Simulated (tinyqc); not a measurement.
Activation against anneal temperature: dopants and charged point defects at anneal temperature: Fermi-level effect, clustering and pairing. Computed by tinyqc, a small Python program. Command: `OMP_NUM_THREADS=1 python tinyqc.py 3025343 3025344 out.jsonl pairing walk`. One thread of a shared host (Intel(R) Xeon(R) Processor @ 2.30GHz), about 0.02 s of CPU time with the checks.

Boltzmann statistics and full ionisation of active dopants. Energies are counted from the valence band; the defect (a vacancy or self-interstitial) has five charge states, with all degeneracy factors one.

Inputs (values chosen for the exercise, with bands modelled on InP):

| quantity | value | unit |
|---|---|---|
| gap at 0 K E_g0 | 1.41 | eV |
| Varshni alpha | 0.000361 | eV/K |
| Varshni beta | 168 | K |
| electron mass m_e | 0.0766 | m_0 |
| valleys M_c | 1 | - |
| hole mass m_h | 0.601 | m_0 |
| anneal temperature T | 1080 | K |
| total dopant density N | 2.2e+20 | cm^-3 |
| site density N_s | 3.2e+22 | cm^-3 |
| dopant atoms per cluster k | 2 | - |
| cluster binding energy E_b | 0.916 | eV |

Dopant: acceptor. Second part: clustering of the dopant.

Constants: m_0 = 9.1093837015e-31 kg; k_B = 1.380649e-23 J/K; h = 6.62607015e-34 J s; k_B = 8.617333262e-05 eV/K.

Method:
- E_g = E_g0 - alpha T^2/(T + beta).
- N_c = 2 M_c (2 pi m_e k_B T/h^2)^(3/2) and N_v = 2 (2 pi m_h k_B T/h^2)^(3/2), masses in units of m_0.
- n_i = sqrt(N_c N_v) exp(-E_g/2 k_B T); E_i = E_g/2 + (k_B T/2) ln(N_v/N_c).
- p = A/2 + sqrt(A^2/4 + n_i^2) for an active density A.
- k ionised dopants and k carriers form one neutral cluster: C = N_s (A/N_s)^k (p/N_b)^k exp(E_b/k_B T), N_b the effective density of states of the majority band, and N = A + k C (60 bisections in ln A between ln N - 90 and ln N).

Equilibrium activation:

| T (K) | n_i (cm^-3) | active A (cm^-3) | clusters C (cm^-3) | active share |
|---|---|---|---|---|
| 650 | 1.4362e+14 | 4.4123e+18 | 1.0779e+20 | 0.02006 |
| 760 | 1.1813e+15 | 8.9184e+18 | 1.0554e+20 | 0.04054 |
| 860 | 5.1586e+15 | 1.4594e+19 | 1.0270e+20 | 0.06634 |
| 970 | 1.8786e+16 | 2.2455e+19 | 9.8772e+19 | 0.10207 |
| 1080 | 5.3545e+16 | 3.1786e+19 | 9.4107e+19 | 0.14448 |
| 1190 | 1.2762e+17 | 4.2303e+19 | 8.8849e+19 | 0.19229 |
| 1300 | 2.6583e+17 | 5.3706e+19 | 8.3147e+19 | 0.24412 |

The active share goes from 0.0201 at 650 K to 0.244 at 1300 K, so a layer activated by a hot, short anneal is metastable and deactivates in later, cooler steps if the dopant can move. Over the first three rows, where most dopant is clustered, a fit of ln A rises with slope 0.274 eV against -1/k_B T, near E_b/(2k) = 0.229 eV plus 0.75 k_B T.
